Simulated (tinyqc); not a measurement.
Ionisation potential and affinity of a slab from the planar-averaged potential, step by step. Values are carried at full precision from step to step, so a last printed digit may differ when a step is redone from the rounded ones.

A model of the planar-averaged electrostatic energy of an electron in a periodic cell of N1 periods of A (L1 = N1 n1 h) and N2 periods of vacuum (L2 = N2 n2 h), on z_j = j h: V(z) = f VA + (1 - f) VB + F t(z), VA = V1[0] + V1[1] cos(2 pi z/(n1 h)) + V1[2] cos(4 pi z/(n1 h)), VB the same with V2, n2 and z - L1. f = [tanh(z/w) - tanh((z - L1)/w) + tanh((z - L1 - L2)/w)]/2 + 1/2; t(z) = z - L1/2 in A and (L1/L2)(L1 + L2/2 - z) beyond, so that the cell is periodic.

Constants: e^2/(4 pi eps0) = 14.39964547 eV angstrom.

Inputs chosen for the exercise (gap near that of Si; the results hold for these values, not for the real material):
- h = 0.3 angstrom (grid step)
- n1 = 6 (grid points per period of A)
- n2 = 6 (grid points per period of the vacuum filter)
- N1 = 5 (periods of A)
- N2 = 4 (periods of vacuum)
- V1 = (-10.39, 1.78, -0.48) eV (mean and two harmonics of the potential in A)
- V2 = (0, 0, 0) eV (the same in vacuum)
- w = 0.37 angstrom (width of the interfaces)
- F = 0 eV/angstrom (slope in A from opposite charges on the two interfaces)
- Ev1 = 5.69 eV (valence top of bulk A above its mean potential)
- Eg1 = (0.59, 1.17) eV (gap of A: semi-local value, corrected value)
- fv1 = 0.4 (share of the correction that lowers the valence top of A)
- eps = 2.2 (dielectric constant at the interface)

## The planar average

Evaluate V on the grid, j = 0, 1, ...

V(z_j) (eV): -4.545  -7.732  -10.625  -12.553  -11.023  -9.257  -9.089  -9.260  -11.040  -12.650  -11.040  -9.260  -9.090  -9.260  -11.040  -12.650  -11.040  -9.260  -9.090  -9.260  -11.040  -12.650  -11.040  -9.260  -9.089  -9.257  -11.023  -12.553  -10.625  -7.732  -4.545  -1.528  -0.415  -0.097  -0.017  -0.003  -0.001  0.000  0.000  0.000  0.000  0.000  0.000  0.000  0.000  0.000  0.000  0.000  -0.001  -0.003  -0.017  -0.097  -0.415  -1.528

## Running means

Running mean over n points, periodic: for odd n the plain mean of the n points centred on j; for even n the n + 1 points with half weight at both ends. The macroscopic average applies the mean over n1 points and then over n2 points.

Apply the first mean, then the second.

after the mean over n1 points (eV): -5.195  -7.117  -8.645  -9.668  -10.174  -10.336  -10.379  -10.388  -10.390  -10.390  -10.390  -10.390  -10.390  -10.390  -10.390  -10.390  -10.390  -10.390  -10.390  -10.390  -10.390  -10.390  -10.390  -10.388  -10.379  -10.336  -10.174  -9.668  -8.645  -7.117  -5.195  -3.273  -1.745  -0.722  -0.216  -0.054  -0.011  -0.002  0.000  0.000  0.000  0.000  0.000  0.000  0.000  0.000  0.000  -0.002  -0.011  -0.054  -0.216  -0.722  -1.745  -3.273

macroscopic average (eV): -5.195  -6.643  -7.934  -8.955  -9.659  -10.077  -10.283  -10.361  -10.383  -10.389  -10.390  -10.390  -10.390  -10.390  -10.390  -10.390  -10.390  -10.390  -10.390  -10.390  -10.390  -10.389  -10.383  -10.361  -10.283  -10.077  -9.659  -8.955  -7.934  -6.643  -5.195  -3.747  -2.456  -1.435  -0.731  -0.313  -0.107  -0.029  -0.007  -0.001  0.000  0.000  0.000  0.000  0.000  -0.001  -0.007  -0.029  -0.107  -0.313  -0.731  -1.435  -2.456  -3.747

Around the middle of vacuum the first mean varies by 0 meV over five points and the second by 0 meV.

## The potential line-up

Read the macroscopic average in the middle of each region, j = 15 and j = 42, and its slope in A by a central difference over two points each way.

plateau in A = -10.390 eV
plateau in vacuum = 0.000 eV
dV = vacuum - A = 10.390 eV
slope in A = 0.000 eV/angstrom

The plateaus are flat, so the line-up is well defined.

## Ionisation potential and affinity

IP = dV - Ev1, EA = IP - gap. The correction opens the gap by c = Eg1[1] - Eg1[0], lowers the valence top by fv1 c and raises the conduction edge by (1 - fv1) c; dV is kept.

IP, EA with the semi-local gap (eV): 4.700  4.110

c = 0.58 eV

IP, EA corrected (eV): 4.932  3.762

The correction raises IP by 0.23 eV and lowers EA by 0.35 eV.

## The dipole behind the step

A step dV of the mean electron energy from A to vacuum across an interface equals 4 pi (e^2/4 pi eps0) times a dipole per area p (in e angstrom per angstrom^2). For a change of 0.1 eV in dV, give the charge per area moved over 2 angstrom in a medium of dielectric constant eps: sigma = 0.1 eps/(4 pi (e^2/4 pi eps0) 2). 1 angstrom^-2 = 1e16 cm^-2.

|p| = 0.05742 e/angstrom
sigma = 6.08e+12 e/cm^2

With about 7e14 atoms per cm^2 in a plane (as on a silicon (100) face), 0.9 % of an electron per atom shifts the line-up by 0.1 eV.

## Checks

- Line-up in a cell of 14 + 14 periods without slope against V2[0] - V1[0] (eV): both 10.3900.

Computed by tinyqc, a small Python program: `OMP_NUM_THREADS=1 python tinyqc.py 1881122 1881123 out.jsonl` (the numbers bound the seed that draws the inputs); one thread of a shared host (Intel(R) Xeon(R) Processor @ 2.30GHz), about 0.01 s for the whole set of steps.
